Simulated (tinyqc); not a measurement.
Plane-wave Kohn-Sham cycle with exchange-only LDA in a layered model solid, step by step. Computed by tinyqc, a small Python program that keeps every step. Settings: points = 16, plane-wave index or count = 2, electrons = 2, k points = 2, area = 30.0, mixing = 0.5, iteration cap = 51. Command: `OMP_NUM_THREADS=1 python tinyqc.py 23496 23497 out.jsonl` (the two numbers bound the seeds that draw the settings). One thread of a shared host (Intel(R) Xeon(R) Processor @ 2.60GHz), about 0.01 s of CPU time with the checks. Later iterations appear only in the table of the cycle.

## Iteration 1: potential

A solid whose potential varies along x alone (atomic units):
```
parameter                      value
period a                   10.300000
cross-section of the cell  30.000000
electrons per cell                 2
grid points                       16
plane waves -n..n, n               2
k points                           2
V1 in V1 cos(2 pi x/a)     -0.390000
```

density at the start, on the grid x_j = j a/N (e/bohr^3): [0.006472, 0.006472, 0.006472, 0.006472, 0.006472, 0.006472, 0.006472, 0.006472, 0.006472, 0.006472, 0.006472, 0.006472, 0.006472, 0.006472, 0.006472, 0.006472]

V_H(G) = 4 pi rho(G)/G^2 for G != 0 (uniform background); v_x = -(3 rho/pi)^(1/3); V = V_ext + V_H + v_x; Fourier components f(G_m) = (1/N) sum_j f(x_j) exp(-i G_m x_j).

Potentials on the grid (hartree):
```
x         V_ext     V_H      v_x        V
0.0000  -0.3900  0.0000  -0.1835  -0.5735
0.6438  -0.3603  0.0000  -0.1835  -0.5438
1.2875  -0.2758  0.0000  -0.1835  -0.4593
1.9312  -0.1492  0.0000  -0.1835  -0.3328
2.5750        0  0.0000  -0.1835  -0.1835
3.2188   0.1492  0.0000  -0.1835  -0.0343
3.8625   0.2758  0.0000  -0.1835   0.0923
4.5062   0.3603  0.0000  -0.1835   0.1768
5.1500   0.3900  0.0000  -0.1835   0.2065
5.7938   0.3603  0.0000  -0.1835   0.1768
6.4375   0.2758  0.0000  -0.1835   0.0923
7.0812   0.1492  0.0000  -0.1835  -0.0343
7.7250        0  0.0000  -0.1835  -0.1835
8.3688  -0.1492  0.0000  -0.1835  -0.3328
9.0125  -0.2758  0.0000  -0.1835  -0.4593
9.6562  -0.3603  0.0000  -0.1835  -0.5438
```

V(G_m), m = 0, 1, 2, ... (hartree): [-0.1835, -0.1950, 0.0000, 0.0000, 0.0000]

## Iteration 1: Hamiltonian at one k

k = 0.2500 2 pi / a

H(m,m') = (k + G_m)^2/2 delta + V(G_m - G_m'), with V(-G) = V(G).

H (hartree), order -2, -1, +0, +1, +2:
$$\begin{pmatrix}
0.3863 & -0.1950 & 0.0000 & 0.0000 & 0.0000 \\
-0.1950 & -0.0789 & -0.1950 & 0.0000 & 0.0000 \\
0.0000 & -0.1950 & -0.1719 & -0.1950 & 0.0000 \\
0.0000 & 0.0000 & -0.1950 & 0.1072 & -0.1950 \\
0.0000 & 0.0000 & 0.0000 & -0.1950 & 0.7584
\end{pmatrix}$$

## Iteration 1: levels at that k

Diagonalise the Hermitian matrix.

eigenvalues (hartree): [-0.3951, -0.0675, 0.1824, 0.4660, 0.8154]

## Iteration 1: new density

Motion across x is left out: the lowest 1 band(s) hold two electrons at each of the k points (j + 1/2)/nk - 1/2. Residual R = rho(out) - rho(in); rho(new) = rho(in) + 0.5 R. rho(out) = 2/(a A nk) sum |psi|^2 with psi = sum c exp(i G x). Harris energy E = band energy - dV sum rho (V_H/2 + v_x) + (3/4) dV sum rho v_x with rho(in), dV = a A/N, band energy = (2/nk) sum of the filled levels.

rho(out) (e/bohr^3): [0.021341, 0.018717, 0.012575, 0.006400, 0.002443, 0.000712, 0.000180, 0.000061, 0.000043, 0.000061, 0.000180, 0.000712, 0.002443, 0.006400, 0.012575, 0.018717]

density after iteration 1 (e/bohr^3): [0.013907, 0.012595, 0.009524, 0.006436, 0.004458, 0.003592, 0.003326, 0.003267, 0.003258, 0.003267, 0.003326, 0.003592, 0.004458, 0.006436, 0.009524, 0.012595]

energy per cell = -0.698345 hartree

## Iteration 2: potential

As before.

Potentials on the grid (hartree):
```
x         V_ext      V_H      v_x        V
0.0000  -0.3900   0.1832  -0.2368  -0.4436
0.6438  -0.3603   0.1644  -0.2291  -0.4250
1.2875  -0.2758   0.1145  -0.2087  -0.3700
1.9312  -0.1492   0.0488  -0.1832  -0.2836
2.5750        0  -0.0173  -0.1621  -0.1794
3.2188   0.1492  -0.0734  -0.1508  -0.0750
3.8625   0.2758  -0.1147  -0.1470   0.0140
4.5062   0.3603  -0.1398  -0.1461   0.0744
5.1500   0.3900  -0.1482  -0.1460   0.0959
5.7938   0.3603  -0.1398  -0.1461   0.0744
6.4375   0.2758  -0.1147  -0.1470   0.0140
7.0812   0.1492  -0.0734  -0.1508  -0.0750
7.7250        0  -0.0173  -0.1621  -0.1794
8.3688  -0.1492   0.0488  -0.1832  -0.2836
9.0125  -0.2758   0.1145  -0.2087  -0.3700
9.6562  -0.3603   0.1644  -0.2291  -0.4250
```

V(G_m), m = 0, 1, 2, ... (hartree): [-0.1773, -0.1353, 0.0014, 0.0004, 0.0003]

## Iteration 2: Hamiltonian at one k

k = 0.2500 2 pi / a

As before.

H (hartree), order -2, -1, +0, +1, +2:
$$\begin{pmatrix}
0.3925 & -0.1353 & 0.0014 & 0.0004 & 0.0003 \\
-0.1353 & -0.0726 & -0.1353 & 0.0014 & 0.0004 \\
0.0014 & -0.1353 & -0.1657 & -0.1353 & 0.0014 \\
0.0004 & 0.0014 & -0.1353 & 0.1134 & -0.1353 \\
0.0003 & 0.0004 & 0.0014 & -0.1353 & 0.7646
\end{pmatrix}$$

## Iteration 2: levels at that k

As before.

eigenvalues (hartree): [-0.3012, -0.0449, 0.1543, 0.4316, 0.7925]

## Iteration 2: new density

As before.

rho(out) (e/bohr^3): [0.019387, 0.017349, 0.012424, 0.007116, 0.003282, 0.001255, 0.000435, 0.000170, 0.000113, 0.000170, 0.000435, 0.001255, 0.003282, 0.007116, 0.012424, 0.017349]

density after iteration 2 (e/bohr^3): [0.016647, 0.014972, 0.010974, 0.006776, 0.003870, 0.002424, 0.001880, 0.001718, 0.001685, 0.001718, 0.001880, 0.002424, 0.003870, 0.006776, 0.010974, 0.014972]

energy per cell = -0.568444 hartree

## Convergence

Stop when sqrt(dV sum R^2) is below 1e-8, dV = a A/N.

Course of the cycle:
```
iteration  E (hartree)  norm of the residual
1            -0.698345              1.32e-01
2            -0.568444              5.43e-02
3            -0.546286              2.05e-02
4            -0.543698              8.26e-03
5            -0.543551              3.92e-03
6            -0.543587              2.08e-03
7            -0.543607              1.13e-03
8            -0.543614              6.12e-04
9            -0.543616              3.29e-04
10           -0.543617              1.76e-04
11           -0.543617              9.34e-05
...                ...                   ...
16           -0.543617              3.80e-06
17           -0.543617              2.00e-06
18           -0.543617              1.05e-06
19           -0.543617              5.50e-07
20           -0.543617              2.88e-07
21           -0.543617              1.51e-07
22           -0.543617              7.93e-08
23           -0.543617              4.16e-08
24           -0.543617              2.18e-08
25           -0.543617              1.14e-08
26           -0.543617              5.99e-09
```

Converged in 26 iterations. Before convergence this energy mixes input and output and is not variational, so it may rise towards its limit.
